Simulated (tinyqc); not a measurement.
From results back to parameters: two-band k.p model of the Delta valleys near the X point under shear strain. Four cases, with inputs chosen for the exercise.

Problem. Under a shear strain exy (|eta| < 1) the valley on the [001] axis has ml(eta) = ml/(1 - eta^2), 1/m[110] = 1/mt + eta/Mp and 1/m[1-10] = 1/mt - eta/Mp with Mp > 0, eta = D exy/Delta, Delta = 2 c k0^2/ml, k0 = kx0 2 pi/a, c = hbar^2/2m0.

Constants: hbar^2/2m0 = 3.80998211 eV angstrom^2.

Find: mt; eta; Mp; D.

Method. The mean of the two inverse transverse masses is 1/mt; eta^2 = 1 - ml/ml(eta), with the sign of 1/m[110] - 1/m[1-10] = 2 eta/Mp, which then gives Mp; D = eta Delta/exy.

Case 1.

Values chosen (near those of Si; the results hold for these values, not for the real material): a = 5.433 angstrom (lattice constant); ml = 0.91 m0 (longitudinal mass); kx0 = 0.145 2 pi/a (distance of the minimum from X); exy = 0.0061 (shear strain).

m[110], m[1-10], ml(eta) (m0): 0.14684196  0.28147989  1.06932597

Solution.

mt = 0.193 m0
eta = 0.3860
Mp = 0.237 m0
D = 14.9 eV

Case 2.

Values chosen (near those of Si; the results hold for these values, not for the real material): a = 5.436 angstrom (lattice constant); ml = 0.936 m0 (longitudinal mass); kx0 = 0.148 2 pi/a (distance of the minimum from X); exy = -0.0063 (shear strain).

m[110], m[1-10], ml(eta) (m0): 0.29349700  0.14488368  1.11077867

Solution.

mt = 0.194 m0
eta = -0.3967
Mp = 0.227 m0
D = 15.0 eV

Case 3.

Values chosen (near those of Si; the results hold for these values, not for the real material): a = 5.417 angstrom (lattice constant); ml = 0.919 m0 (longitudinal mass); kx0 = 0.156 2 pi/a (distance of the minimum from X); exy = 0.0018 (shear strain).

m[110], m[1-10], ml(eta) (m0): 0.18676237  0.21758756  0.92687295

Solution.

mt = 0.201 m0
eta = 0.0922
Mp = 0.243 m0
D = 13.9 eV

Case 4.

Values chosen (near those of Si; the results hold for these values, not for the real material): a = 5.429 angstrom (lattice constant); ml = 0.917 m0 (longitudinal mass); kx0 = 0.157 2 pi/a (distance of the minimum from X); exy = 0.0049 (shear strain).

m[110], m[1-10], ml(eta) (m0): 0.16188157  0.24201807  0.97631062

Solution.

mt = 0.194 m0
eta = 0.2465
Mp = 0.241 m0
D = 13.8 eV

Computed by tinyqc, one run a case: `OMP_NUM_THREADS=1 python tinyqc.py N N+1 out.jsonl` with N = 1080346, 1080413, 1080453, 1080497; one thread of a shared Intel(R) Xeon(R) Processor @ 2.30GHz, about 0.01 s a run at most.
